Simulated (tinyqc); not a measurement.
Two-step dopant diffusion (predeposition and drive-in) with a constant diffusivity: one step, computed by the program tinyqc. Command: `OMP_NUM_THREADS=1 python tinyqc.py 3021796 3021797 out.jsonl dopdiff walk`. One thread of a shared host (Intel(R) Xeon(R) Processor @ 2.30GHz), about 0.07 s of CPU time with the checks.

Fick diffusion into a half space x > 0 whose background doping C_B is of the opposite type, so that a junction lies where C = C_B.

Question. Diffusivities. D = D0 exp(-E/(k_B T)). Temperatures in kelvin are T(C) + 273.15. Times in seconds are 60 times the minutes.

Inputs (values chosen for the exercise, modelled on gallium in silicon):
```
quantity,value,unit
prefactor D0,0.307,cm^2/s
activation energy E,3.36,eV
predeposition temperature T1,1025,C
predeposition time t1,15,min
drive-in temperature T2,1175,C
```

Constants: k_B = 8.617333262e-05 eV/K.

Give: D1; D2; product D1 t1.

Answer.

D1 = 2.7713e-14 cm^2/s

D2 = 6.2207e-13 cm^2/s

product D1 t1 = 2.4942e-11 cm^2
